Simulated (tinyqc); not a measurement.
Scattering rates of a carrier in a spherical band by Fermi's golden rule: one step, computed by the program tinyqc.

All processes here are isotropic or elastic, and the rate listed is the momentum relaxation rate.

Question. Acoustic phonons. Parabolic band: E = hbar^2 k^2/(2 m), speed v = hbar k/m, states per spin, volume and energy g(E) = m k/(2 pi^2 hbar^2). Masses are multiplied by m_0 and all formulas are in SI units. Acoustic deformation potential (elastic, equipartition, absorption and emission together): 1/tau = 2 pi k_B T D_A^2 g(E)/(hbar rho v_l^2).

Inputs (values chosen for the exercise, modelled on holes in silicon): density-of-states mass of one valley m = 0.508 m_0; density rho = 2329 kg/m^3; sound velocity v_l = 9130 m/s; acoustic deformation potential D_A = 5.2 eV; temperature T = 77 K; carrier energy E = 10 meV.

Crystal: non-polar. Band: parabolic. Impurity formula: Brooks-Herring. Further scattering: none.

Constants: k_B = 1.380649e-23 J/K; e = 1.602176634e-19 C; hbar = 1.054571817e-34 J s; m_0 = 9.1093837015e-31 kg.

Give: acoustic rate.

Answer.

acoustic rate = 1.7432e+11 1/s
